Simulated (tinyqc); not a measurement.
Worked calculation: donor in an ellipsoidal valley (Kohn-Luttinger variational method). Computed by tinyqc, a small Python program that keeps every step. Command: `OMP_NUM_THREADS=1 python tinyqc.py 3026510 3026511 out.jsonl kohnlutt walk`. One thread of a shared host (Intel(R) Xeon(R) Processor @ 2.30GHz), about 0.04 s of CPU time with the checks. Intermediate numbers are printed to about 7 digits and carried at full precision; extremes and crossings named in words are read from the listed rows.

H = -(d^2/dx^2 + d^2/dy^2) - gamma d^2/dz^2 - 2/r in units built on m_t, with gamma = m_t/m_l and z along the valley axis. One valley; no valley-orbit or central-cell term.

Inputs (values chosen for the exercise, modelled on germanium):
```
quantity                       value  unit
transverse mass m_t           0.0828   m_0
longitudinal mass m_l           1.55   m_0
dielectric constant eps         15.1     -
trial ratio b/a                 0.46     -
observed depth chosen for 1s    11.2   meV
```

Constants: Ry = 13.605693123 eV; a_0 = 0.529177210903 angstrom; h x 1 THz = 4.135667696 meV.

## Effective units

Ry* = Ry m_t/eps^2, a* = a_0 eps/m_t, gamma = m_t/m_l.

Ry* = 4.940798 meV

a* = 96.50454 angstrom

gamma = 0.05341935

## Energy at a trial ratio

Trial function exp(-sqrt((x^2 + y^2)/a^2 + z^2/b^2)) with beta = b/a < 1: E = t/a^2 - u/a, t = (2 + gamma/beta^2)/3, u = 2 arcsin(sqrt(1 - beta^2))/sqrt(1 - beta^2); the best a is 2 t/u and E(beta) = -u^2/(4 t).

t = 0.7508181

u = 2.461489

best a = 0.6100521 a*

E(beta) = -2.017441 Ry*

## Minimum over the ratio

Golden-section search on beta from 0.05 to 0.999, 60 steps.

Search, first ten steps; c and d are the inner points:
```
step        low       high          c  E(c) (Ry*)          d  E(d) (Ry*)
1     0.0500000  0.9990000  0.4124857   -2.050405  0.6365143   -1.835429
2     0.0500000  0.6365143  0.2740285   -2.000661  0.4124857   -2.050405
3     0.2740285  0.6365143  0.4124857   -2.050405  0.4980570   -1.983406
4     0.2740285  0.4980570  0.3595998   -2.066251  0.4124857   -2.050405
5     0.2740285  0.4124857  0.3269145   -2.058584  0.3595998   -2.066251
6     0.3269145  0.4124857  0.3595998   -2.066251  0.3798004   -2.063590
7     0.3269145  0.3798004  0.3471151   -2.065271  0.3595998   -2.066251
8     0.3471151  0.3798004  0.3595998   -2.066251  0.3673157   -2.065811
9     0.3471151  0.3673157  0.3548311   -2.066134  0.3595998   -2.066251
10    0.3548311  0.3673157  0.3595998   -2.066251  0.3625470   -2.066172
```

best beta = 0.3590344

radius a of the 1s trial function = 60.22829 angstrom

radius b of the 1s trial function = 21.62403 angstrom

1s binding energy, trial function = 10.20894 meV

The envelope is flattened along the heavy axis; beta is close to gamma^(1/3) = 0.377.

## Levels from a Gaussian basis

Gaussian basis: g = P exp(-al (x^2 + y^2) - be z^2) with P = 1 (s-like), z (2p0) or x (2p+-); al = 0.004 x 2.6^k, k = 0..11, and be/al = 1, gamma^(-1/2) or 1/gamma (36 functions); 1/r = (2/sqrt(pi)) int exp(-t^2 r^2) dt by 48 Gauss-Legendre points after t = sqrt(al_i + al_j) tan(theta); overlap eigenvalues below 1e-10 are dropped.

1s binding energy, Gaussian basis = 10.26323 meV

2p0 binding energy = 4.944471 meV

2p+- binding energy = 1.811214 meV

The two-parameter trial function recovers 99.47 % of the 1s binding of the larger basis. 2p0, with its lobes along the heavy axis, is bound 2.73 times as strongly as 2p+-.

## Optical lines and the chemical shift

With an observed depth of 1s, the lines are 1s -> 2p0 = depth - E(2p0) and 1s -> 2p+- = depth - E(2p+-); the chemical shift is depth - E(1s, Gaussian basis); 1 meV = 1 THz/4.135667696.

line 1s -> 2p0 = 6.255529 meV

line 1s -> 2p+- = 9.388786 meV

chemical shift = 0.9367740 meV

frequency of the line 1s -> 2p+- = 2.270198 THz

The spacing of the two lines, 3.133 meV, does not depend on the depth, so it is the same for every donor in this host.

## Which single mass stands for the valley

A hydrogenic level is Ry m/eps^2 for one mass m; errors are against the Gaussian basis.

1s binding energy:
```
rule                                      mass (m_0)  binding (meV)  error (%)
transverse mass                             0.082800        4.94080   -51.8592
conductivity mass 3/(2/m_t + 1/m_l)         0.120969        7.21840   -29.6674
density-of-states mass (m_t^2 m_l)^(1/3)    0.219852       13.11890    27.8244
longitudinal mass                           1.550000       92.49079   801.1863
trial function with a and b                        -       10.20894    -0.5289
mass that fits 1s                           0.171996       10.26323     0.0000
```

The conductivity mass, which is what a spherical trial function (a = b) gives, falls short by 29.7 %, as a restricted variational bound must; the density-of-states mass is off by +27.8 %. The mass that fits lies between the two.

## Levels against anisotropy

The trial energy is minimised over beta by golden section from 0.05 to 0.999, 60 steps.

Binding energies (Ry*):
```
gamma  1s, trial  1s, Gaussians       2p0       2p+-
0.013   2.528880       2.557060  1.524689  0.3980778
0.027   2.300076       2.318764  1.249137  0.3836653
0.053   2.069047       2.080112  1.003514  0.3668019
0.080   1.920730       1.928141  0.862839  0.3546778
0.140   1.713475       1.717270  0.687379  0.3358822
0.380   1.340990       1.341605  0.428935  0.2957805
0.750   1.097770       1.097786  0.296036  0.2641806
```

As gamma falls from 0.75 to 0.013, 1s deepens from 1.098 to 2.557 Ry*, on the way from the hydrogen value 1 to the two-dimensional limit 4; 2p+- moves from 0.264 to 0.398 (limits 1/4 and 4/9), while 2p0 climbs from 0.296 to 1.525 and joins 1s as gamma tends to 0.

Checks made by the program: the Gaussian basis at gamma = 1 against 1, 1/4 and 1/4 Ry* (relative difference 3e-05); trial function against Gaussian basis (relative difference 5e-03).
